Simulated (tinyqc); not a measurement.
From results back to parameters: carrier statistics of a doped semiconductor with parabolic bands. Four cases, with inputs chosen for the exercise.

Problem. With Boltzmann statistics and no minority carriers, p (p + ND)/(NA - ND - p) = K(T) = (N(T)/4) exp(-E/kB T), E the ionisation energy of the majority dopant and N = 2 (m kB T/(4 pi c))^(3/2) with c = hbar^2/2m0, in 1/angstrom^3; times 1e24 for 1/cm^3, m = m_d. E = EA is known; the two densities were computed from hidden NA and ND.

Constants: hbar^2/2m0 = 3.80998211 eV angstrom^2; kB = 8.617333262e-05 eV/K.

Case 1.

Values chosen (near those of SiC; the results hold for these values, not for the real material): EA = 0.201 eV (acceptor level above Ev); m_d = 1.209 m0 (density-of-states mass of the majority band); Ta = 309 K; Tb = 547 K.

p(Ta) = 9.062323e+16 1/cm^3
p(Tb) = 1.419462e+18 1/cm^3

Case 2.

Values chosen (near those of Ge; the results hold for these values, not for the real material): EA = 0.0114 eV (acceptor level above Ev); m_d = 0.331 m0 (density-of-states mass of the majority band); Ta = 16 K; Tb = 34 K.

p(Ta) = 1.938223e+13 1/cm^3
p(Tb) = 1.332663e+14 1/cm^3

Case 3.

Values chosen (near those of GaAs; the results hold for these values, not for the real material): EA = 0.0244 eV (acceptor level above Ev); m_d = 0.519 m0 (density-of-states mass of the majority band); Ta = 31 K; Tb = 59 K.

p(Ta) = 1.920335e+14 1/cm^3
p(Tb) = 1.370206e+16 1/cm^3

Case 4.

Values chosen (near those of SiC; the results hold for these values, not for the real material): EA = 0.2 eV (acceptor level above Ev); m_d = 1.218 m0 (density-of-states mass of the majority band); Ta = 281 K; Tb = 591 K.

p(Ta) = 1.353371e+15 1/cm^3
p(Tb) = 3.071441e+15 1/cm^3

Find: K(Ta), K(Tb); NA; ND.

Solution. Each temperature gives one linear equation, K NA - (K + p) ND = p^2 + K p; solve the pair.

Case 1.

K(Ta), K(Tb) (1/cm^3): 4.593e+15  2.888e+17

NA = 1.10e+19 1/cm^3
ND = 4.40e+17 1/cm^3

Case 2.

K(Ta), K(Tb) (1/cm^3): 3.775e+12  9.311e+14

NA = 1.60e+14 1/cm^3
ND = 6.70e+12 1/cm^3

Case 3.

K(Ta), K(Tb) (1/cm^3): 8.411e+12  1.685e+15

NA = 2.00e+17 1/cm^3
ND = 8.20e+15 1/cm^3

Case 4.

K(Ta), K(Tb) (1/cm^3): 1.978e+15  4.594e+17

NA = 4.30e+15 1/cm^3
ND = 1.20e+15 1/cm^3

Computed by tinyqc, one run a case: `OMP_NUM_THREADS=1 python tinyqc.py N N+1 out.jsonl` with N = 1681944, 1682083, 1682293, 1682397; one thread of a shared Intel(R) Xeon(R) Processor @ 2.30GHz, about 0.03 s a run at most.
